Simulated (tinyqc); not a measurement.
Implant damage, amorphisation by cascade overlap, and solid-phase epitaxial regrowth: one step, computed by the program tinyqc. Command: `OMP_NUM_THREADS=1 python tinyqc.py 3110643 3110644 out.jsonl sper walk`. One thread of a shared host (Intel(R) Xeon(R) Processor @ 2.30GHz), about 0.01 s of CPU time with the checks.

Range and width of the damage are inputs. Dynamic annealing enters only through the surviving share f.

Problem. Overlap model. Gibbons model: a point turns amorphous after n + 1 hits; with y = A_i Q the amorphous share is 1 - exp(-y) sum_(k=0..n) y^k/k!. Doses are set by y.

Inputs (values chosen for the exercise, modelled on silicon ions in silicon): overlaps needed n = 3; area amorphised by one track A_i = 1.9 nm^2.

Give: the table «Amorphous share» with the columns Q (1/cm^2), direct impact (n = 0), given n, for y = 0.1, 0.3, 0.6, 1.0, 2.0, 3.0, 5.0, 8.0.

Solution.

Amorphous share:
```
y    Q (1/cm^2)  direct impact (n = 0)    given n
0.1   5.263e+12                 0.0952  3.847e-06
0.3   1.579e+13                 0.2592  2.658e-04
0.6   3.158e+13                 0.4512  3.358e-03
1.0   5.263e+13                 0.6321  1.899e-02
2.0   1.053e+14                 0.8647  1.429e-01
3.0   1.579e+14                 0.9502  3.528e-01
5.0   2.632e+14                 0.9933  7.350e-01
8.0   4.211e+14                 0.9997  9.576e-01
```

At small y the share grows as y^4; between the first rows the exponent is 3.86.
